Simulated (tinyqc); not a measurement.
# Changing the drive-in time t2

Model: two-step dopant diffusion (predeposition and drive-in) with a constant diffusivity. Computed by tinyqc, a small Python program. Command: `OMP_NUM_THREADS=1 python tinyqc.py 3017665 3017666 out.jsonl dopdiff sweep`. One thread of a shared host (Intel(R) Xeon(R) Processor @ 2.30GHz), about 0.09 s of CPU time with the checks.

Fick diffusion into a half space x > 0 whose background doping C_B is of the opposite type, so that a junction lies where C = C_B.

Inputs (values chosen for the exercise, modelled on gallium in silicon):

| quantity | value | unit |
|---|---|---|
| prefactor D0 | 0.393 | cm^2/s |
| activation energy E | 3.42 | eV |
| surface concentration C_s | 4.4e+18 | 1/cm^3 |
| background doping C_B | 1.7e+15 | 1/cm^3 |
| predeposition temperature T1 | 875 | C |
| predeposition time t1 | 45 | min |
| drive-in temperature T2 | 1150 | C |
| mean mobility in the layer mu | 84 | cm^2/(V s) |

Furnace ramps of the drive-in: none.

Constants: k_B = 8.617333262e-05 eV/K; e = 1.602176634e-19 C.

Method:
- D = D0 exp(-E/(k_B T)).
- Temperatures in kelvin are T(C) + 273.15.
- Times in seconds are 60 times the minutes.
- (Dt)2 = D2 t2, t2 in seconds.
- C = C_s erfc(x/(2 sqrt(D1 t1))); dose Q = 2 C_s sqrt(D1 t1/pi); the junction solves erfc(z) = C_B/C_s with x_j = 2 z sqrt(D1 t1).
- With a sealed surface and a thin source, C = Q/sqrt(pi (Dt)2) exp(-x^2/(4 (Dt)2)); x_j = 2 sqrt((Dt)2 ln(C(0)/C_B)); gradient at the junction |dC/dx| = C_B x_j/(2 (Dt)2).
- Net dose Q_net = Q erf(x_j/(2 sqrt((Dt)2))) - C_B x_j; R_s = 1/(e mu Q_net), with every dopant ionised and one mobility.
- Exact two-step profile: C = (2 C_s/pi) int_0^alpha exp(-beta (1 + u^2))/(1 + u^2) du with alpha = sqrt(D1 t1/(Dt)2), beta = x^2/(4 (D1 t1 + (Dt)2)).
- The integral takes 48 Gauss-Legendre points; solve C(x) = C_B.

One run for each value:

| drive-in time t2 (min) | junction depth x_j (um) | surface concentration C(0) (Gaussian) (1/cm^3) | sheet resistance R_s (Gaussian) (ohm/square) | exact junction depth (um) |
|---|---|---|---|---|
| 10 | 0.5932 | 2.1063e+17 | 15061 | 0.5942 |
| 19 | 0.7900 | 1.5281e+17 | 15176 | 0.7907 |
| 38 | 1.0733 | 1.0805e+17 | 15347 | 1.0738 |
| 73 | 1.4280 | 7.7959e+16 | 15569 | 1.4283 |
| 140 | 1.8915 | 5.6294e+16 | 15872 | 1.8917 |
| 270 | 2.5005 | 4.0537e+16 | 16296 | 2.5006 |
| 530 | 3.3119 | 2.8933e+16 | 16911 | 3.3119 |
| 1000 | 4.2869 | 2.1063e+16 | 17734 | 4.2869 |
| 2000 | 5.6297 | 1.4894e+16 | 19056 | 5.6297 |

Over the rows, junction depth x_j (um) rises from 0.593 to 5.63 (exponent d ln y / d ln x 0.45 between the first rows and 0.39 between the last); surface concentration C(0) (Gaussian) (1/cm^3) falls from 2.11e17 to 1.49e16 (exponent d ln y / d ln x about -0.50 throughout); sheet resistance R_s (Gaussian) (ohm/square) rises from 15100 to 19100 (exponent d ln y / d ln x 0.012 between the first rows and 0.10 between the last). At the low end the exponent of junction depth x_j is 0.45, close to 0.50: the diffusion length sets the depth. The exponent of surface concentration C(0) (Gaussian) stays at -0.50: a fixed dose spreads over a width sqrt(D t). x_j grows more slowly than sqrt(t2) because the logarithm ln(C(0)/C_B) shrinks, from 4.82 to 2.17.

Caution (all rows): C_s exceeds the intrinsic carrier density of silicon at the predeposition temperature (2e18 to 1e19 per cm^3), where real diffusivities rise with concentration and profiles turn box-like.
